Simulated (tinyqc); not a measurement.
On-chip power grid, static voltage drop by conjugate gradients: one step of the calculation.

A grid of 4 rows and 4 columns, node k = 4 row + column. Neighbours in a row are joined by Rx, in a column by Ry; pad nodes, which reach the supply through Rp: 0, 3, 12, 15. Each node draws I0, node 1 draws kh I0. The drops u = Vdd - V solve G u = i, with G the conductance matrix (1/Rp added on the diagonal at pad nodes).

Question. Conjugate-gradient step. q = G p; a = (r.r)/(p.q); u(new) = u + a p; r(new) = r - a q; b = (r.r)(new)/(r.r); p(new) = r(new) + b p.

Inputs (values chosen for the exercise):
```
symbol  value  unit                                   meaning
Rx       0.16   ohm        resistance of a horizontal segment
Ry        1.4   ohm          resistance of a vertical segment
Rp       0.21   ohm  resistance from a pad node to the supply
```

u after iteration 1 (mV):
```
,col 0,col 1,col 2,col 3
row 0,1.9090909,9.5454545,1.9090909,1.9090909
row 1,1.9090909,1.9090909,1.9090909,1.9090909
row 2,1.9090909,1.9090909,1.9090909,1.9090909
row 3,1.9090909,1.9090909,1.9090909,1.9090909
```

r after iteration 1 (mA):
```
,col 0,col 1,col 2,col 3
row 0,49.636364,-45.909091,58.727273,1.909091
row 1,11.000000,16.454545,11.000000,11.000000
row 2,11.000000,11.000000,11.000000,11.000000
row 3,1.909091,11.000000,11.000000,1.909091
```

p after iteration 1 (mA):
```
,col 0,col 1,col 2,col 3
row 0,70.979527,60.806724,80.070436,23.252254
row 1,32.343163,37.797708,32.343163,32.343163
row 2,32.343163,32.343163,32.343163,32.343163
row 3,23.252254,32.343163,32.343163,23.252254
```

Give: q; a; u after iteration 2; r after iteration 2; b; p after iteration 2.

Answer.

q (mA S):
```
,col 0,col 1,col 2,col 3
row 0,429.18,-167.54,509.60,-250.88
row 1,-61.69,55.64,-68.18,6.49
row 2,6.49,-3.90,0.00,6.49
row 3,47.41,56.82,56.82,47.41
```

a = 0.15775 ohm

u after iteration 2 (mV):
```
,col 0,col 1,col 2,col 3
row 0,13.106,19.137,14.540,5.577
row 1,7.011,7.872,7.011,7.011
row 2,7.011,7.011,7.011,7.011
row 3,5.577,7.011,7.011,5.577
```

r after iteration 2 (mA):
```
,col 0,col 1,col 2,col 3
row 0,-18.064,-19.480,-21.660,41.485
row 1,20.731,7.677,21.755,9.976
row 2,9.976,11.615,11.000,9.976
row 3,-5.570,2.037,2.037,-5.570
```

b = 0.47734

p after iteration 2 (mA):
```
,col 0,col 1,col 2,col 3
row 0,15.817,9.546,16.561,52.584
row 1,36.170,25.720,37.194,25.414
row 2,25.414,27.053,26.439,25.414
row 3,5.529,17.476,17.476,5.529
```

Computed by the program tinyqc: `OMP_NUM_THREADS=1 python tinyqc.py 2770138 2770139 out.jsonl`, one thread of a shared Intel Xeon 2.30GHz, about 0.3 s for the whole run.
